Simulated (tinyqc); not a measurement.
Inside a calculation. Model: ellipsometry and reflectance of a transparent film on an absorbing substrate.

Numbers from tinyqc (`OMP_NUM_THREADS=1 python tinyqc.py 2870140 2870141 out.jsonl`; about 0.01 s on one thread of a shared Intel Xeon 2.30GHz). Printed values are rounded.

Air (index 1), film, substrate with N2 = n2 - i k2; time factor exp(+i w t). q_j = sqrt(N_j^2 - sin^2 th), root with positive real part. Fresnel coefficients r_s = (q_a - q_b)/(q_a + q_b), r_p = (N_b^2 q_a - N_a^2 q_b)/(N_b^2 q_a + N_a^2 q_b). tan(Psi) exp(i Delta) = R_p/R_s, Delta taken from 0 to 360 degrees.

Parameters, values chosen for the exercise; indices close to those of titanium dioxide on silicon: wavelength lam = 632.8 nm; angle of incidence th = 70 degrees; index of the transparent film n1 = 2.407; film thickness d = 10 nm; index of the substrate n2 = 3.882; extinction coefficient of the substrate k2 = 0.019.

## Interface coefficients and thickness period

q0, q1, q2 and the coefficients r01 and r12 for p and s; the results repeat in d with the period lam/(2 q1).

q0 = 0.342020
q1 = 2.21599
q2 = 3.76655-0.01958i
r01,p = -0.0558539
r01,s = -0.732589
r12,p = 0.209593-0.002194i
r12,s = -0.259189+0.002425i
period = 142.780 nm

## Psi, Delta and reflectances

beta = 2 pi d q1/lam, X = exp(-2 i beta), R = (r01 + r12 X)/(1 + r01 r12 X) for p and s.

beta = 0.220030 rad
X = 0.904726-0.425994i
R_p = 0.133772-0.092932i
R_s = -0.827624+0.037857i
Psi = 11.1227 degrees
Delta = 147.831 degrees
|R_p|^2 = 0.0265313
|R_s|^2 = 0.686395

The bare substrate gives Psi = 10.57 and Delta = 179.23 degrees.
